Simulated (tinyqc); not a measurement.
Worked calculation: Landau levels of a parabolic two-dimensional band. Values are carried at full precision from step to step, so a last printed digit may differ when a step is redone from the rounded ones.

In a field B along z: l = 1/sqrt((e/hbar) B) is the magnetic length, n_B = B/(h/e) the number of states per area in one level, hbar wc = 2 muB B/m for mass m in m0; 1/angstrom^2 = 1e16/cm^2.

Constants: e/hbar = 1.519267448e-05 1/(T angstrom^2); h/e = 413566.7697 T angstrom^2; hbar^2/2m0 = 3.80998211 eV angstrom^2; muB = 5.788381798e-05 eV/T; e^2/h = 3.874045865e-05 S.

Values chosen for the exercise (near those of a two-dimensional electron gas in GaAs; not measured data): B = 6.4 T (magnetic field); n = 12 x 1e11/cm^2 (electron sheet density); m = 0.0663 m0 (mass); gs = -0.43 (g factor); gv = 1 (valleys).

## Scales set by the field

Give l, n_B and the filling factor nu = n/n_B.

l = 101.41 angstrom
n_B = 1.5475 x 1e11/cm^2
nu = 7.754

## The lowest levels

E(N, s) = (N + 1/2) hbar wc + s gs muB B with s = +/-1/2.

List the eight lowest, in meV, with the gap to the next.

Levels:
```
label  E (meV)  gap above (meV)
0+       5.508            0.159
0-       5.667           11.016
1+      16.683            0.159
1-      16.842           11.016
2+      27.858            0.159
2-      28.018           11.016
3+      39.033            0.159
3-      39.193           11.016
```

The largest of these gaps, 11.02 meV, first occurs above level 0- and is kB T at 128 K.

## Where EF lies

Each listed level takes n_B electrons. At zero temperature and without broadening EF sits in the partly filled level.

Fill the listed levels in order up to nu; give the partly filled level, its energy and its filled share.

level: 3-

EF = 39.193 meV
filled share = 0.754

## Fields of the Hall plateaus

A plateau is centred where nu = n/n_B equals 1, 2, 3, 4, 5, 6; there rho_xy = h/(nu e^2).

Plateaus:
```
nu   B (T)  1/B (1/T)  rho_xy (kohm)
1   49.628     0.0201        25.8128
2   24.814     0.0403        12.9064
3   16.543     0.0604         8.6043
4   12.407     0.0806         6.4532
5    9.926     0.1007         5.1626
6    8.271     0.1209         4.3021
```

These counts hold wherever the levels are resolved.

## Checks

- Level spacing from finite differences in the Landau gauge against hbar wc, meV: 11.17 against 11.18.

Computed by tinyqc, a small Python program: `OMP_NUM_THREADS=1 python tinyqc.py 1280952 1280953 out.jsonl` (the numbers bound the seed that draws the inputs); one thread of a shared host (Intel(R) Xeon(R) Processor @ 2.30GHz), about 0.01 s for the whole set of steps.
